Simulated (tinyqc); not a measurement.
Polycrystalline film, grain-boundary barriers (Seto model): two steps of the calculation.

One-dimensional grains of size Lg with donors N; each boundary has Qt acceptor-like traps per area at one level Et below the band edge. Trapped electrons qt deplete a width w = qt/N (both sides together) and raise a barrier Vb = q N w^2/(8 eps0 eps_r). Current crosses the barriers by thermionic emission at small bias. Abrupt depletion, full ionisation, Boltzmann statistics.

Parameters, values chosen for the exercise; values close to those of polycrystalline silicon:

| symbol | value | unit | meaning |
|---|---|---|---|
| T | 300 | K | temperature |
| eps_r | 11.7 |  | relative permittivity of the semiconductor |
| Lg | 120 | nm | grain size |
| Qt | 2.1e12 | cm^-2 | trap density at a boundary |
| N | 6e16 | cm^-3 | donor density |
| mg | 240 | cm^2/(V s) | mobility inside a grain |
| vc | 4.5e6 | cm/s | collection velocity at the barrier |
| Nc | 2.8e19 | cm^-3 | conduction-band density of states at T |
| Et | 0.55 | eV | trap level below the band edge |

Constants: q = 1.602176634e-19 C, kB = 1.380649e-23 J/K, Vt = kB T/q, eps0 = 8.8541878128e-14 F/cm where lengths are in cm. Results are converted to the units shown.

Question 1. Critical doping and limits of the barrier. N* = Qt/Lg; fully depleted grains have Vb = q N Lg^2/(8 eps0 eps_r), filled traps Vb = q Qt^2/(8 eps0 eps_r N); the true barrier cannot exceed the smaller.

Find: N*; Vb, fully depleted; Vb, traps filled.

Answer 1.

N* = 1.750e17 cm^-3
Vb, fully depleted = 0.1670 V
Vb, traps filled = 1.421 V

Question 2. Barrier, resistivity and effective mobility. Partly depleted grains: the density at the grain centre is n0 = N and qt = Qt/(1 + 2 (Nc/N) exp((Vb - Et)/Vt)). If that gives qt >= N Lg, the grains are fully depleted: qt = N Lg, w = Lg and n0 = 2 Nc exp((Vb - Et)/Vt)/(Qt/(N Lg) - 1). Resistivity: barriers rb = Vt exp(Vb/Vt)/(q n0 vc Lg), grain interior rg = (1 - w/Lg)/(q mg N); effective mobility 1/(q N (rb + rg)).

Find: qt; w; Vb; n0; rb; rg; effective mobility.

Answer 2.

qt = 7.2000e11 cm^-2
w = 120.00 nm
Vb = 0.16703 V
n0 = 1.0766e13 cm^-3
rb = 1.7756e5 ohm cm
rg = 0 ohm cm
effective mobility = 5.8586e-4 cm^2/(V s)

The grains are fully depleted, 34.3 % of the traps are filled and the barriers give 100 % of the resistivity.

tinyqc, about 0.01 s, one thread, Intel Xeon 2.30GHz (shared host): `OMP_NUM_THREADS=1 python tinyqc.py 2610006 2610007 out.jsonl`
